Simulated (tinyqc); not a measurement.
Model-solid line-up of a strained alloy layer on a substrate: one step. Strained band edges. Four cases, with inputs chosen for the exercise.

Question. Give the hydrostatic shifts, the strain block and the edges.

Strained edges: Ec + ac tr(e); the valence edges are Ev plus the levels of the 6 x 6 matrix of X, Y, Z times spin with -Dso/3 + l exx + m (eyy + ezz) on the diagonal (cyclic), n exy off it, l = av + 2 b, m = av - b, n = sqrt(3) d. Spin-orbit term (Dso/3) L.sigma on X, Y, Z with (L_k)_ij = -i epsilon_kij: <X+|H|Y+> = -i Dso/3, <X+|H|Z-> = Dso/3, <Y+|H|Z-> = -i Dso/3, <Z+|H|X-> = -Dso/3, <Z+|H|Y-> = i Dso/3, <X-|H|Y-> = i Dso/3, and their conjugates; + and - are the spin along z.

Give: ac tr(e), av tr(e); strain block; Ec and the three valence edges from the top; strained gap.

Case 1.

Alloy at x (a in angstrom, C11, C12, C44 in GPa, all else in eV):
```
symbol       value
a         5.638950
Eg        2.022790
Dso       0.092700
Ev       -1.048382
ac       -7.196000
av        1.194000
b        -1.770000
d        -4.751000
C11     122.850000
C12      59.095000
C44      59.360000
```

strain tensor in the cubic axes:
```
             x            y            z
x   0.00150043  -0.00152318  -0.00152318
y  -0.00152318   0.00150043  -0.00152318
z  -0.00152318  -0.00152318   0.00150043
```

Answer.

ac tr(e), av tr(e) (eV): -0.0324  0.0054

strain block (eV), lower triangle:
```
        X       Y       Z
X  0.0054
Y  0.0125  0.0054
Z  0.0125  0.0125  0.0054
```

Ec and the three valence edges from the top (eV): 0.9420  -1.0276  -1.0555  -1.1386

strained gap = 1.9696 eV

Strain moves the gap by -53 meV: -38 meV from the volume and -15 meV from the splitting of the valence edge, which always raises the top.

Case 2.

Alloy at x (a in angstrom, C11, C12, C44 in GPa, all else in eV):
```
symbol       value
a         5.756840
Eg        2.325032
Dso       0.308120
Ev       -1.167600
ac       -5.485200
av        2.140000
b        -2.157600
d        -3.453600
C11     114.520000
C12      51.600000
C44      50.576000
```

strain tensor in the cubic axes:
```
             x            y           z
x   0.00348329  -0.01530479  0.00000000
y  -0.01530479   0.00348329  0.00000000
z   0.00000000   0.00000000  0.01878809
```

Answer.

ac tr(e), av tr(e) (eV): -0.1413  0.0551

strain block (eV), lower triangle:
```
        X       Y        Z
X  0.0881
Y  0.0916  0.0881
Z       0       0  -0.0109
```

Ec and the three valence edges from the top (eV): 1.0162  -1.0303  -1.1747  -1.4405

strained gap = 2.0465 eV

Strain moves the gap by -279 meV: -196 meV from the volume and -82 meV from the splitting of the valence edge, which always raises the top.

Case 3.

Alloy at x (a in angstrom, C11, C12, C44 in GPa, all else in eV):
```
symbol       value
a         5.666090
Eg        2.838342
Dso       0.286930
Ev       -1.268500
ac       -5.843300
av        2.281000
b        -2.261000
d        -3.561100
C11     126.120000
C12      54.316000
C44      54.580000
```

strain tensor in the cubic axes:
```
             x            y           z
x  -0.00107482   0.00000000  0.00000000
y   0.00000000  -0.00107482  0.00000000
z   0.00000000   0.00000000  0.00092578
```

Answer.

ac tr(e), av tr(e) (eV): 0.0072  -0.0028

strain block (eV), lower triangle:
```
        X       Y        Z
X  0.0017
Y       0  0.0017
Z       0       0  -0.0118
```

Ec and the three valence edges from the top (eV): 1.5770  -1.2668  -1.2757  -1.5584

strained gap = 2.8438 eV

Strain moves the gap by +5 meV: +10 meV from the volume and -5 meV from the splitting of the valence edge, which always raises the top.

Case 4.

Alloy at x (a in angstrom, C11, C12, C44 in GPa, all else in eV):
```
symbol       value
a         5.731200
Eg        1.250643
Dso       0.353200
Ev       -0.740193
ac       -6.862000
av        1.131200
b        -1.970400
d        -4.542200
C11     116.056000
C12      54.484000
C44      56.620000
```

strain tensor in the cubic axes:
```
            x           y            z
x  0.02526521  0.00000000   0.00000000
y  0.00000000  0.02526521   0.00000000
z  0.00000000  0.00000000  -0.02372217
```

Answer.

ac tr(e), av tr(e) (eV): -0.1840  0.0303

strain block (eV), lower triangle:
```
         X        Y       Z
X  -0.0662
Y        0  -0.0662
Z        0        0  0.2234
```

Ec and the three valence edges from the top (eV): 0.3265  -0.5752  -0.8064  -1.1013

strained gap = 0.9016 eV

Strain moves the gap by -349 meV: -214 meV from the volume and -135 meV from the splitting of the valence edge, which always raises the top.

Computed by tinyqc, one run a case: `OMP_NUM_THREADS=1 python tinyqc.py N N+1 out.jsonl` with N = 1051414, 1051433, 1051470, 1051518; one thread of a shared Intel(R) Xeon(R) Processor @ 2.30GHz, about 0.02 s a run at most.
